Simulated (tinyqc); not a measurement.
Model-solid line-up of a strained alloy layer on a substrate: sweeps and comparisons. A value that a table varies takes the place of the one given here.

All values of the alloy are linear in x but the gap, Eg(x) = (1 - x) Eg_A + x Eg_B - C x (1 - x), and the valence edge, Ev(x) = (1 - x) Ev_A + x Ev_B + fv C x (1 - x); Ec = Ev + Eg. Ev is the top of the unstrained valence band on a scale common to all materials. In the layer only the Gamma valley of the conduction band is followed, also where an X or L valley would lie lower.

Coherent growth on a (001) face: e_par = (a_s - a)/a, e_perp = -2 (C12/C11) e_par; exx = eyy = e_par, ezz = e_perp, no shear.

Strained edges: Ec + ac tr(e); the valence edges are Ev plus the levels of the 6 x 6 matrix of X, Y, Z times spin with -Dso/3 + l exx + m (eyy + ezz) on the diagonal (cyclic), n exy off it, l = av + 2 b, m = av - b, n = sqrt(3) d. Spin-orbit term (Dso/3) L.sigma on X, Y, Z with (L_k)_ij = -i epsilon_kij: <X+|H|Y+> = -i Dso/3, <X+|H|Z-> = Dso/3, <Y+|H|Z-> = -i Dso/3, <Z+|H|X-> = -Dso/3, <Z+|H|Y-> = i Dso/3, <X-|H|Y-> = i Dso/3, and their conjugates; + and - are the spin along z.

dEc = Ec(substrate) - Ec(layer), dEv = Ev(layer) - Ev(substrate); positive values confine the carrier in the layer. Type I: both of one sign; type II: opposite signs; type III: the gaps do not overlap.

Coherent growth: e_par = (a_s - a)/a. (001): e_perp = -2 (C12/C11) e_par; exx = eyy = e_par, ezz = e_perp, no shear. (111): e_perp = -(2 C11 + 4 C12 - 4 C44)/(C11 + 2 C12 + 4 C44) e_par; exx = eyy = ezz = (2 e_par + e_perp)/3 and exy = eyz = ezx = (e_perp - e_par)/3. (110): e_perp = -(C11 + 3 C12 - 2 C44)/(C11 + C12 + 2 C44) e_par; exx = eyy = (e_par + e_perp)/2, ezz = e_par, exy = (e_perp - e_par)/2, eyz = ezx = 0.

Inputs chosen for the exercise (A near InSb, B near InAs, substrate near InAs; the results hold for these values, not for the real material):
- a = (6.477, 6.058) angstrom (lattice constant of A, B)
- Eg = (0.235, 0.412) eV (gap at Gamma to the s-like level of A, B)
- Dso = (0.814, 0.389) eV (spin-orbit splitting of A, B)
- Ev = (0, -0.59) eV (top of the unstrained valence band of A, B)
- ac = (-6.89, -5.03) eV (conduction deformation potential of A, B)
- av = (0.36, 0.99) eV (valence hydrostatic potential of A, B)
- b = (-1.98, -1.82) eV (tetragonal shear potential of A, B)
- d = (-4.63, -3.59) eV (trigonal shear potential of A, B)
- C11 = (68.9, 83.3) GPa (of A, B)
- C12 = (37.9, 44.8) GPa (of A, B)
- C44 = (30.9, 39.9) GPa (of A, B)
- C = 0.742 eV (bowing of the gap)
- fv = 0.6 (share of the bowing taken by the valence edge)
- a_s = 6.058 angstrom (substrate)
- Eg_s = 0.412 eV (lowest gap of the substrate)
- Ev_s = -0.59 eV (substrate valence edge)
- face = 001 (growth face)
- x = 0.7 (fraction of B)

## Composition against offsets

Each composition is strained to the same substrate.

Results:
```
x,e_par (%),relaxed gap (eV),strained gap (eV),valence splitting (meV),dEc (eV),dEv (eV),type
0.56,-2.95,0.151,0.212,180,-0.267,0.466,III
0.62,-2.56,0.170,0.222,160,-0.222,0.412,II
0.68,-2.17,0.194,0.237,139,-0.179,0.354,II
0.74,-1.77,0.223,0.258,116,-0.140,0.294,II
0.80,-1.36,0.258,0.284,92,-0.103,0.231,II
0.86,-0.96,0.298,0.316,67,-0.069,0.165,II
0.92,-0.55,0.343,0.353,40,-0.037,0.096,II
0.98,-0.14,0.394,0.396,10,-0.009,0.025,II
```

What does this show, and why?

The layer stays under compression over this range. The strained gap runs from 0.212 to 0.396 eV, against 0.151 to 0.394 eV for the relaxed alloy: strain takes back part of the change that the composition makes. Strains above 2 % can be kept only in layers of a few nanometres. The type changes: III to II between x = 0.56 and 0.62. Offsets below about 50 meV are within the spread of parameter sets, so those rows do not settle the type.

## The same layer on three faces

Composition and substrate are kept.

Results:
```
face,e_perp (%),tr(e) (%),shift of Ec (meV),shift of Ev (meV),valence splitting (meV),gap (eV)
(001),2.200,-1.866,104.3,64.1,131.2,0.2432
(111),1.169,-2.897,161.9,48.9,122.0,0.3160
(110),1.376,-2.689,150.3,52.5,124.8,0.3009
```

What can be read from the table?

The layer yields most along the normal on (001) and least on (111), so the volume change, and with it the shift of Ec, is largest on (111). The valence splitting, set by b on (001), by d on (111) and by both on (110), is largest on (001). The gaps span 73 meV, from (001) to (111).

## What each parameter does

Strained gap, valence splitting and offsets. Each row changes one parameter from the base and keeps the others.

Results:
```
case,gap (eV),splitting (meV),dEc (eV),dEv (eV)
base,0.2432,131.2,-0.1658,0.3346
x = 0.68,0.2369,138.5,-0.1793,0.3544
a_s = 6.078 angstrom,0.2368,114.1,-0.1493,0.3244
C = 0.842 eV,0.2222,131.2,-0.1574,0.3472
fv = 0.8,0.2432,131.2,-0.1970,0.3658
Ev_s = -0.54 eV,0.2432,131.2,-0.1158,0.2846
"Dso = (0.936, 0.447) eV",0.2432,134.9,-0.1658,0.3346
"av = (0.414, 1.138) eV",0.2455,131.2,-0.1658,0.3324
"d = (-5.324, -4.128) eV",0.2432,131.2,-0.1658,0.3346
```

What can be read from the table?

The largest shifts from the base row, up to three for each result and ties (the steps differ in size, so this ranks the rows, not the parameters). gap (eV): C -0.0210, a_s -0.0064, x -0.0063; unchanged at the printed digits by fv, Ev_s, Dso and d. splitting (meV): a_s -17.1, x +7.3, Dso +3.7; unchanged at the printed digits by C, fv, Ev_s, av and d. dEc (eV): Ev_s +0.0500, fv -0.0312, a_s +0.0166; unchanged at the printed digits by Dso, av and d. dEv (eV): Ev_s -0.0500, fv +0.0312, x +0.0198; unchanged at the printed digits by Dso and d.

(tinyqc, `OMP_NUM_THREADS=1 python tinyqc.py 1081214 1081215 out.jsonl`, Intel(R) Xeon(R) Processor @ 2.30GHz, 1 thread, shared host, about 0.01 s.)
